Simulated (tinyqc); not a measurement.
Thermal displacements in the Debye model: Debye-Waller factors, bond-length spread and the Lindemann rule: one step, computed by the program tinyqc.

A Debye spectrum with three branches of one velocity, cut at k_B Theta; 2 atoms per cube, nearest neighbours at d = 0.866025 a.

Question. Spread of the bond length. Correlated Debye model: sigma^2 = (3 hbar^2/(M k_B Theta)) int_0^1 s coth(s Theta/(2T)) [1 - sin(s q_D R)/(s q_D R)] ds for two atoms at distance R, q_D = (6 pi^2 n)^(1/3), n atoms per volume; uncorrelated motion would give 2 <u_x^2>. An EXAFS amplitude is damped by exp(-2 k^2 sigma^2).

Inputs (values chosen for the exercise, modelled on tungsten):
```
quantity                      value        unit
atomic mass M                183.84           u
Debye temperature Theta         338           K
lattice constant a            3.165    angstrom
temperature T                   300           K
photoelectron wave number k     7.7  1/angstrom
```

Structure: bcc.

<u_x^2> = 0.002151071 angstrom^2

Constants: hbar^2/u = 4.18015928e-03 eV angstrom^2; k_B = 8.617333262e-05 eV/K.

Give: sigma^2 of the nearest bond; correlation 1 - sigma^2/(2 <u_x^2>); EXAFS damping.

Answer.

sigma^2 of the nearest bond = 0.002627 angstrom^2

correlation 1 - sigma^2/(2 <u_x^2>) = 0.3893

EXAFS damping = 0.7323

Neighbours move partly together, which removes 39 % of the uncorrelated spread.
